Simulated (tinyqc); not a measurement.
# Lossy on-chip transmission line with skin effect: effects of single changes

A uniform line in a homogeneous dielectric: c = sqrt(er)/(c0 Z0), l = Z0 sqrt(er)/c0 (c0 = 299792458 m/s), g = w c td, w = 2 pi f. The resistance joins its limits as r = sqrt(r_dc^2 + r_hf^2), with r_dc = rho/(wd th), r_hf = kr rho/(2 delta (wd + th)), delta = sqrt(rho/(pi f mu0)), mu0 = 4 pi 1e-7 H/m; this is an interpolation, and internal inductance, up to 0.05 nH/mm at low frequency, is neglected.

Parameters, values chosen for the exercise: width of the strip wd = 2.7 um; thickness of the strip th = 1.1 um; resistivity rho = 2.9 uohm cm; relative permittivity er = 3.5; loss tangent td = 0.02; lossless impedance sqrt(l/c) Z0 = 45 ohm; factor for crowding and the return path kr = 1.2; length len = 2.4 mm; source resistance Rg = 100 ohm; load resistance RL = 1e5 ohm; load capacitance CL = 100 fF; frequency f = 15 GHz.

Each table varies one quantity; the others keep the values above.

## Line properties against frequency

gamma = sqrt((r + i w l)(g + i w c)) = alpha + i beta, Zc = sqrt((r + i w l)/(g + i w c)), roots with positive real part; loss 8.685889638 alpha in dB; phase velocity w/beta. ZL = 1/(1/RL + i w CL); reflection (ZL - Zc)/(ZL + Zc); Zin = Zc (ZL + Zc tanh(gamma len))/(Zc + ZL tanh(gamma len)); H = V_load/V_source = [Zin/(Zin + Rg)]/[cosh(gamma len) + (Zc/ZL) sinh(gamma len)].

Results:
```
f (GHz)  r (ohm/mm)  r/(w l)  loss (dB/mm)  |Zc| (ohm)  phase velocity over c0  length in wavelengths  |H| (dB)
0.01          9.766    553.5       0.05717        1059                 0.03242               0.002469  -0.01115
0.03          9.769    184.5       0.09887       611.3                 0.05605               0.004285  -0.01223
0.3           9.808    18.53        0.3059       193.8                  0.1726                0.01392  -0.05224
0.8           9.881    7.000        0.4802       119.6                  0.2684                0.02386   -0.2467
2             10.05    2.849        0.6941       78.18                  0.3797                0.04216    -1.211
7             10.74   0.8695        0.9870       51.80                  0.4976                 0.1126    -6.247
20            12.35   0.3499         1.243       46.31                  0.5276                 0.3035    -8.922
60            16.33   0.1542         1.776       45.26                  0.5333                 0.9006    -13.69
```

Estimate the missing row, f = 0.09 GHz.

Computed row:
```
f (GHz)  r (ohm/mm)  r/(w l)  loss (dB/mm)  |Zc| (ohm)  phase velocity over c0  length in wavelengths  |H| (dB)
0.09          9.777    61.57        0.1704       353.1                 0.09650               0.007466  -0.01702
```

With this row back in the table: r equals w l at 6.01 GHz: below it |Zc| and the delay grow as in an RC line, above it |Zc| tends to Z0 = 45 ohm and the velocity to 1/sqrt(er) = 0.535 c0. The loss goes as f^(0.50) between the first two rows and f^(0.32) between the last two. |H| is -0.0112 dB in the first row and -13.7 dB in the last; between rows it can pass through resonances that the table doesn't show.

## Effect of the length

Same model as above.

The same in every row: r (ohm/mm) = 11.75; r/(w l) = 0.4441; loss (dB/mm) = 1.161; |Zc| (ohm) = 47.07; phase velocity over c0 = 0.5234.

Results:
```
len (mm)  length in wavelengths  |H| (dB)
0.24                    0.02294    -3.981
0.42                    0.04015    -4.836
1.3                      0.1243    -7.868
2.2                      0.2103    -9.192
3.9                      0.3728    -9.245
6.9                      0.6595    -13.60
12                        1.147    -19.23
```

Estimate the missing row, len = 0.73 mm.

Computed row:
```
len (mm)  length in wavelengths  |H| (dB)
0.73                    0.06978    -6.129
```

With this row back in the table: As len goes from 0.24 to 12, the loss stays at 1.16 dB/mm, |Zc| stays at 47.1 ohm and |H| goes from -3.98 to -19.2 dB, with its highest value among the rows, -3.98 dB, at len = 0.24.

Computed by the program tinyqc: `OMP_NUM_THREADS=1 python tinyqc.py 2810154 2810155 out.jsonl`, one thread of a shared Intel Xeon 2.30GHz, about 0.01 s for the whole run.
